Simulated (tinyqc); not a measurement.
# Short-channel transistor, virtual-source model with series resistance: several studies

The current per gate width is the charge at the top of the source barrier (the virtual source) times its velocity times a saturation function; al and be are fitting constants of the model. Units: I in uA/um, Rs in ohm um, so I Rs = 1e-6 I Rs in volts; Q in uC/cm^2, so I = 1e-4 Q vx0 Fsat with vx0 in cm/s.

Parameters, values chosen for the exercise:
- T = 293 K (temperature)
- Cinv = 3.79 uF/cm^2 (inversion capacitance)
- vx0 = 1.31e7 cm/s (velocity at the virtual source)
- mu = 690 cm^2/(V s) (apparent mobility)
- L = 25 nm (channel length)
- VT0 = 0.419 V (threshold at zero drain voltage)
- dl = 0.186 V/V (drain-induced barrier lowering)
- n0 = 1.6 (subthreshold factor)
- nd = 0.05 1/V (growth of n with drain voltage)
- al = 3.5 (threshold shift (in units of Vt) from weak to strong inversion)
- be = 1.6 (sharpness of saturation)
- Rs = 30 ohm um (series resistance of each contact)

Constants: q = 1.602176634e-19 C, kB = 1.380649e-23 J/K, Vt = kB T/q. Results are converted to the units shown.

Each table varies one quantity; the others keep the values above.

## Effect of the series resistance of each contact on the on and off currents

Intrinsic voltages Vg' = Vgs - I Rs, Vd' = Vds - 2 I Rs. n = n0 + nd Vd', VT = VT0 - dl Vd', Ff = 1/(1 + exp((Vg' - VT + al Vt/2)/(al Vt))), Q = Cinv n Vt ln(1 + exp((Vg' - VT + al Vt Ff)/(n Vt))), Vdsat = (vx0 L/mu)(1 - Ff) + Vt Ff, Fsat = u/(1 + u^be)^(1/be) with u = Vd'/Vdsat, and I = Q vx0 Fsat per width. I is solved self-consistently. Ion is I at Vgs = Vds = 0.8 V, Ioff at Vgs = 0, Vds = 0.8 V, and Rlin = Vds/I at Vgs = 0.8 V, Vds = 0.05 V.

Results:

| Rs (ohm um) | Ion (uA/um) | Ioff (nA/um) | log10(Ion/Ioff) | Rlin (ohm um) |
|---|---|---|---|---|
| 0 | 2613.3 | 2166.7 | 3.0814 | 38.664 |
| 25 | 2232.6 | 2163.0 | 3.0137 | 79.197 |
| 50 | 1949.0 | 2159.4 | 2.9555 | 127.64 |
| 150 | 1295.4 | 2145.1 | 2.7810 | 326.78 |
| 200 | 1111.0 | 2138.1 | 2.7157 | 426.71 |
| 300 | 866.72 | 2124.2 | 2.6107 | 626.66 |
| 400 | 712.10 | 2110.5 | 2.5282 | 826.64 |

Estimate the missing row, Rs = 100 ohm um.

Computed row:

| Rs (ohm um) | Ion (uA/um) | Ioff (nA/um) | log10(Ion/Ioff) | Rlin (ohm um) |
|---|---|---|---|---|
| 100 | 1555.4 | 2152.2 | 2.8589 | 226.95 |

With this row back in the table: As Rs goes from 0 to 400 ohm um, Ion falls from 2610 to 712 uA/um, Ioff falls from 2170 to 2110 nA/um and Rlin rises from 38.7 to 827 ohm um. Ion changes by a factor of 0.272 and Ioff by 0.974. In every row the off current passes 1 uA/um, so the device is hardly off at Vgs = 0.

## Output curve

Same model as above.

gds = dI/dVds, gm = dI/dVgs.

In this table Vgs = 0.8 V.

Output curve:

| Vds (V) | I (uA/um) | Fsat | gds (uS/um) | gain gm/gds |
|---|---|---|---|---|
| 0.09 | 947.0 | 0.5303 | 8497 | 0.1378 |
| 0.18 | 1466 | 0.8314 | 3421 | 0.8410 |
| 0.27 | 1672 | 0.9268 | 1573 | 2.304 |
| 0.36 | 1787 | 0.9595 | 1089 | 3.547 |
| 0.45 | 1877 | 0.9740 | 926.4 | 4.274 |
| 0.53 | 1948 | 0.9810 | 863.1 | 4.640 |
| 0.62 | 2024 | 0.9858 | 826.6 | 4.882 |
| 0.71 | 2097 | 0.9889 | 806.7 | 5.026 |
| 0.8 | 2169 | 0.9911 | 794.9 | 5.118 |

What does the table show?

The current rises from 947 to 2170 uA/um as Fsat rises from 0.530 to 0.991; gds falls from 8500 to 795 uS/um. The gain ends at 5.12, against 1/dl = 5.38 for a current that depends on Vds through barrier lowering alone.

## Transfer curves at low and high drain voltage

Same model as above.

Columns for Vds = 0.05 V and 0.8 V; gm = dI/dVgs at 0.8 V.

Transfer curves at low and high drain voltage:

| Vgs (V) | I, low Vds (uA/um) | I, high Vds (uA/um) | gm (uS/um) |
|---|---|---|---|
| 0 | 0.057402 | 2.1623 | 48.378 |
| 0.1 | 0.62852 | 17.718 | 341.19 |
| 0.2 | 5.9132 | 93.776 | 1300.6 |
| 0.3 | 38.263 | 289.62 | 2596.9 |
| 0.4 | 135.81 | 597.96 | 3470.5 |
| 0.5 | 279.16 | 967.01 | 3851.5 |
| 0.6 | 407.69 | 1360.6 | 3996.3 |
| 0.7 | 500.17 | 1763.3 | 4049.8 |
| 0.8 | 563.79 | 2169.4 | 4068.0 |

What does the comparison show?

At Vds = 0.8 V the current spans 3.0 decades, from 2.16 to 2170 uA/um. Between the first two rows the swing is 109 mV a decade, against n Vt ln 10 = 95.3. At Vgs = 0 the higher drain voltage raises the current by a factor of 37.7, at Vgs = 0.8 V by 3.85. The transconductance rises from 48.4 to 4070 uS/um; Cinv vx0, its value in strong inversion and saturation without series resistance, is 4960 uS/um.

Computed by the program tinyqc: `OMP_NUM_THREADS=1 python tinyqc.py 2380116 2380117 out.jsonl`, one thread of a shared Intel Xeon 2.30GHz, about 0.01 s for the whole run.
